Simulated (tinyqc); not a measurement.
Energy and delay of logic against supply voltage: one step of the calculation.

One expression serves below and above threshold: I(Vg) = Ik [ln(1 + exp((Vg - VT + dd V)/(al nf Vt)))]^al, with I_on = I(V) and I_off = I(0). Gate delay td = kd C V/I_on, clock period LD td. Per gate and cycle the switching energy is act C V^2 and the leakage energy I_off V LD td. No short-circuit current, no variation. Minima are sought above 0.09 V; below a few Vt gates no longer switch and the model has no meaning.

Problem. Currents, delay and energies. I_on, I_off, td, clock frequency 1/(LD td), both energies and their sum.

Parameters, values chosen for the exercise; values of the order met in logic technologies: temperature T = 250 K; threshold voltage at zero drain bias VT = 0.35 V; slope factor nf = 1.08; barrier lowering per volt of supply dd = 0.07; specific current of a gate Ik = 0.35 uA; exponent of the current law al = 1.68; load capacitance of a gate C = 0.3 fF; delay factor kd = 0.7; logic depth LD = 60; activity factor act = 0.05; supply voltage V = 0.5 V.

Constants: q = 1.602176634e-19 C, kB = 1.380649e-23 J/K, Vt = kB T/q. Results are converted to the units shown.

Find: I_on; I_off; td; clock frequency; switching energy; leakage energy; energy.

Solution.

I_on = 4.782 uA
I_off = 4.615e-4 nA
td = 21.96 ps
clock frequency = 0.7591 GHz
switching energy = 3.750 aJ
leakage energy = 3.040e-4 aJ
energy = 3.750 aJ

I_on/I_off = 1.04e7; leakage makes up 0.00811 % of the energy.

Computed by the program tinyqc: `OMP_NUM_THREADS=1 python tinyqc.py 2082082 2082083 out.jsonl`, one thread of a shared Intel Xeon 2.30GHz, about 0.01 s for the whole run.
